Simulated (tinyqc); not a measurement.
Margin needed against array size.

Cells fail independently with probability Q(k) = erfc(k/sqrt(2))/2 when the margin is k standard deviations, and Y = exp(-Nb Q(k)). phi = exp(-k^2/2)/sqrt(2 pi).  k solves Y = exp(-Nb Q(k)); the estimate is sqrt(2 ln(Nb/(-ln Y))).

Values chosen for this exercise: wanted yield Y = 0.962.

Result of one run:

| allowed Q | k | estimate |
|---|---|---|
| 7.389e-8 | 5.255 | 5.731 |

Which number of cells Nb gave this result: 32768, 524288, 2147483648 or 34359738368?

Nb = 524288.

The whole series:

| Nb | allowed Q | k | estimate |
|---|---|---|---|
| 2048 | 1.892e-5 | 4.120 | 4.664 |
| 32768 | 1.182e-6 | 4.719 | 5.225 |
| 524288 | 7.389e-8 | 5.255 | 5.731 |
| 8388608 | 4.618e-9 | 5.744 | 6.196 |
| 134217728 | 2.886e-10 | 6.197 | 6.628 |
| 2147483648 | 1.804e-11 | 6.619 | 7.034 |
| 34359738368 | 1.128e-12 | 7.018 | 7.418 |

A 1.68e7-fold larger array raises k only from 4.12 to 7.02; the last factor of 16 costs 0.40 standard deviations. The estimate, which drops the factor 1/(k sqrt(2 pi)) of the tail, is 13 % above k in the first row and 5.7 % above it in the last.

tinyqc, about 0.01 s, one thread, Intel Xeon 2.30GHz (shared host): `OMP_NUM_THREADS=1 python tinyqc.py 2090011 2090012 out.jsonl`
